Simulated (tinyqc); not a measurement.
# Field, mass and barrier from the scaled variables

Question. A barrier edge falls as U0 - F x over a width d with F = V/d. With e = (C F^2/m1)^(1/3), C = hbar^2/(2 m0), the Airy arguments at its edges are z1 = (U0 - E)/e and z2 = (U0 - V - E)/e. Find e, m1 and U0.

Parameters, values chosen for the exercise:
```
symbol  value  unit                     meaning
E       0.073    eV             electron energy
d        11.6    nm               barrier width
V        0.14     V  voltage across the barrier
```

Constants: q = 1.602176634e-19 C, hbar = 1.054571817e-34 J s, m0 = 9.1093837015e-31 kg, hbar^2/(2 m0) = 0.0380998212 eV nm^2. Results are converted to the units shown.

z1 and z2: 4.0979509  0.66254295

Answer. z1 - z2 = V/e gives e, its definition gives m1, and U0 = E + z1 e.

e = 0.0408 eV
m1 = 0.0820 m0
U0 = 0.240 eV

Computed by the program tinyqc: `OMP_NUM_THREADS=1 python tinyqc.py 2580135 2580136 out.jsonl`, one thread of a shared Intel Xeon 2.30GHz, about 0.01 s for the whole run.
